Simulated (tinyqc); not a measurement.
# Electron continuity equation in a given potential, Scharfetter-Gummel discretisation, step by step

Program tinyqc, `OMP_NUM_THREADS=1 python tinyqc.py 2220060 2220061 out.jsonl`; Intel Xeon 2.30GHz, shared host, one thread, about 0.01 s. Printed values are rounded.

Steady state in one dimension: J = q mu n E + q D dn/dx with E = -dpsi/dx and D = mu Vt, dJ/dx = q (n/tau - G), fixed densities nL and nR at the ends. The potential is given, psi = 0 for x < L/2 and U (2 x/L - 1) beyond, and is not changed by the electrons.

Inputs (values chosen for the exercise); mobility close to that of indium arsenide at room temperature:
- T = 293 K (temperature)
- mu = 29600 cm^2/(V s) (electron mobility)
- L = 0.14 um (length of the region)
- nL = 1.5e12 cm^-3 (density at x = 0)
- nR = 5.5e12 cm^-3 (density at x = L)
- tau = 2.4e-14 s (lifetime)
- G = 8e24 cm^-3 s^-1 (uniform generation rate)
- U = 0.15 V (potential difference psi(L) - psi(0))

Constants: q = 1.602176634e-19 C, kB = 1.380649e-23 J/K, Vt = kB T/q. Results are converted to the units shown.

Range of the model: The drift velocity mu E exceeds 1e7 cm/s somewhere, where real mobilities no longer stay constant.

## Potential on the mesh

11 equal intervals, h = L/11; psi = 0 for x < L/2 and U (2 x/L - 1) beyond.

psi, node 0 to 11 (V): [0.000000, 0.000000, 0.000000, 0.000000, 0.000000, 0.000000, 0.013636, 0.040909, 0.068182, 0.095455, 0.122727, 0.150000]

## Bernoulli factors

d_i = (psi_(i+1) - psi_i)/Vt; B(d) = d/(exp(d) - 1), B(0) = 1. The flux on interval i is J_i = (q D/h) [n_(i+1) B(d_i) - n_i B(-d_i)].

```
interval      d_i    B(d_i)  B(-d_i)
0         0.00000         1        1
1         0.00000         1        1
2         0.00000         1        1
3         0.00000         1        1
4         0.00000         1        1
5         0.54008  0.754150  1.29423
6         1.08016  0.555309  1.63547
7         1.08016  0.555309  1.63547
8         1.08016  0.555309  1.63547
9         1.08016  0.555309  1.63547
10        1.08016  0.555309  1.63547
```

The largest |d_i| is 1.08, below 2, so central differences would also keep densities positive.

## Tridiagonal system for the inner nodes

Row i (1 to 10): B(-d_(i-1)) n_(i-1) + b_i n_i + B(d_i) n_(i+1) = f_i with b_i = -B(-d_i) - B(d_(i-1)) - h^2/(D tau) and f_i = -G h^2/D; the known end values are moved to the right: f_1 loses B(-d_0) nL and f_10 loses B(d_10) nR. h = L/11, D = mu Vt.

```
node  diagonal b  right side f (cm^-3)
1       -2.09031           -1.51734e12
2       -2.09031           -1.73392e10
3       -2.09031           -1.73392e10
4       -2.09031           -1.73392e10
5       -2.38454           -1.73392e10
6       -2.47993           -1.73392e10
7       -2.28109           -1.73392e10
8       -2.28109           -1.73392e10
9       -2.28109           -1.73392e10
10      -2.28109           -3.07154e12
```

## Densities and current

B(d_i) and B(-d_i) are the Bernoulli factors of the potential steps, b and f the diagonal and right side. Solve B(-d_(i-1)) n_(i-1) + b_i n_i + B(d_i) n_(i+1) = f_i (end values already in f), then J_i = (q D/h) [n_(i+1) B(d_i) - n_i B(-d_i)], h = L/11, D = mu Vt.

n, node 0 to 11 (cm^-3): [1.5e12, 1.12594e12, 8.36213e11, 6.04669e11, 4.10392e11, 2.35837e11, 1.78521e11, 2.16370e11, 3.31805e11, 6.94514e11, 1.84447e12, 5.5e12]
J, interval 0 to 10 (A/cm^2): [-35.1928, -27.2577, -21.7842, -18.2780, -16.4225, -16.0500, -16.1645, -15.9575, -14.7696, -10.5001, 3.5399]

Against a mesh 200 times finer the densities are off by at most 4.8 % of their local values.

## Three discretisations compared

11 equal intervals. Fluxes J_i = (q D/h)(n_(i+1) P_i - n_i Q_i), d_i = (psi_(i+1) - psi_i)/Vt: Scharfetter-Gummel P = B(d), Q = B(-d), B(d) = d/(exp(d) - 1); central P = 1 - d/2, Q = 1 + d/2; upwind P = 1 + max(-d, 0), Q = 1 + max(d, 0). Balance at each inner node: J_i - J_(i-1) = q h (n_i/tau - G). The reference is Scharfetter-Gummel on 2200 intervals.

Densities (cm^-3):
```
node  Scharfetter-Gummel   central    upwind  reference
0               1.500e12  1.500e12  1.500e12   1.500e12
1               1.126e12  1.126e12  1.130e12   1.127e12
2               8.362e11  8.355e11  8.455e11   8.388e11
3               6.047e11  6.035e11  6.196e11   6.095e11
4               4.104e11  4.086e11  4.324e11   4.183e11
5               2.358e11  2.334e11  2.669e11   2.476e11
6               1.785e11  1.711e11  2.522e11   1.737e11
7               2.164e11  1.957e11  3.714e11   2.118e11
8               3.318e11  2.791e11  6.354e11   3.275e11
9               6.945e11  5.752e11  1.225e12   6.905e11
10              1.844e12  1.642e12  2.544e12   1.841e12
11              5.500e12  5.500e12  5.500e12   5.500e12
```

Largest errors as a share of the largest reference density listed: Scharfetter-Gummel 0.21 %, central 3.6 %, upwind 13 %. The largest |d| is 1.08. Upwinding stays positive but acts as if D were larger by the factor 1 + |d|/2, up to 1.54 here.
